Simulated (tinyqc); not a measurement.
# Schottky barrier on an n-type semiconductor, non-linear Poisson equation by Newton steps: two studies

One dimension, metal at x = 0, donor density C(x) = Nd, uniform. Energies are counted from the electron Fermi level of the semiconductor and the conduction-band edge is Ec = -psi, so n = Nc exp(psi/Vt); holes follow the Fermi level of the metal, at -V, so p = Nv exp((V - psi - Eg)/Vt). Ends: psi(0) = V - phiB and psi = Vt ln(Nd/Nc) deep inside. Boltzmann statistics, full ionisation, no current, no image force in the Poisson equation.

Values chosen for this exercise; band and dielectric values close to those of silicon: temperature T = 300 K; band gap Eg = 1.12 eV; relative permittivity eps_r = 11.6; conduction-band density of states at T Nc = 2.83e19 cm^-3; valence-band density of states at T Nv = 2.69e19 cm^-3; donor density deep in the semiconductor Nd = 2.1e16 cm^-3; barrier height phiB = 0.7 eV; bias of the metal against the semiconductor V = 0.08 V.

Constants: q = 1.602176634e-19 C, kB = 1.380649e-23 J/K, Vt = kB T/q, eps0 = 8.8541878128e-14 F/cm where lengths are in cm. Results are converted to the units shown.

Each table varies one quantity; the others keep the values above.

## Capacitance-voltage profiling

The Poisson equation d/dx(eps0 eps_r dpsi/dx) = -q (p - n + C) is solved on a mesh of about 1000 nodes or more that ends in neutral material. C_s = q d/dV of the integral of n over x, from the linearised equation. Probed depth w = eps0 eps_r/C_s; apparent doping N_app = C_s^3/(q eps0 eps_r dC_s/dV), the derivative by central differences over +/- 0.02 V.

The same in every row: true C(w) (cm^-3) = 2.100e16.

Capacitance-voltage profiling:
```
V (V)  C_s (nF/cm^2)  w (nm)  N_app (cm^-3)  |E_0| (kV/cm)
0              59.51   172.6       2.098e16          56.54
-1.14          32.58   315.3       2.100e16          103.3
-2.29          24.94   411.8       2.100e16          134.9
-3.43          21.00   489.1       2.100e16          160.2
-4.57          18.48   555.7       2.100e16          182.0
-5.71          16.70   615.1       2.100e16          201.5
-6.86          15.33   669.8       2.100e16          219.4
-8             14.27   719.9       2.100e16          235.8
```

What does the comparison show?

C_s falls from 59.5 to 14.3 nF/cm^2 while the probed depth goes from 173 to 720 nm. The apparent doping stays near 2.10e16 cm^-3. It departs most from the true doping at that depth for V = 0 V, where it is 0.11 % below it; so the doping is read well over the depths probed.

## Effect of the donor density deep in the semiconductor

First integral for uniform doping: E_0^2 = (2 q/(eps0 eps_r)) [Nd (U - Vt + Vt exp(-U/Vt)) + Vt p_0], U = Vbi - V, Vbi = phiB - Vt ln(Nc/Nd), p_0 = Nv exp((phiB - Eg)/Vt) (deep holes neglected). Image-force lowering dphi = sqrt(q E_0/(4 pi eps0 eps_r)), at x_m = sqrt(q/(16 pi eps0 eps_r E_0)). W = sqrt(2 eps0 eps_r U/(q Nd)).

Effect of the donor density deep in the semiconductor:
```
Nd (cm^-3)  Vbi (V)  W (nm)  E_0 (kV/cm)  dphi (mV)  exp(dphi/Vt)    p_0/Nd
1e15         0.4350   674.6        10.13      11.22         1.543  0.002366
3.4e15       0.4666   381.8        19.56      15.58         1.827  6.960e-4
1.2e16       0.4992   211.6        38.38      21.83         2.326  1.972e-4
4.1e16       0.5310   118.8        73.74      30.26         3.223  5.771e-5
1.4e17       0.5628   66.49        141.3      41.88         5.052  1.690e-5
4.8e17       0.5946   37.07        270.5      57.95         9.409  4.930e-6
1.6e18       0.6257   20.91        509.4      79.52         21.67  1.479e-6
5.7e18       0.6586   11.41        991.4      110.9         73.06  4.151e-7
```

As Nd goes from 1e15 to 5.7e18, the surface field rises from 10.1 to 991 kV/cm, the lowering rises from 11.2 to 111 mV and W falls from 675 to 11.4 nm. Over the table the lowering goes as Nd^(0.26); the depletion formulas give 1/4 at fixed Vbi. For Nd = 5.7e18 the field exceeds 600 kV/cm, where tunnelling through the top of the barrier adds to any current.

Numbers from tinyqc (`OMP_NUM_THREADS=1 python tinyqc.py 2020020 2020021 out.jsonl`; about 0.03 s on one thread of a shared Intel Xeon 2.30GHz).
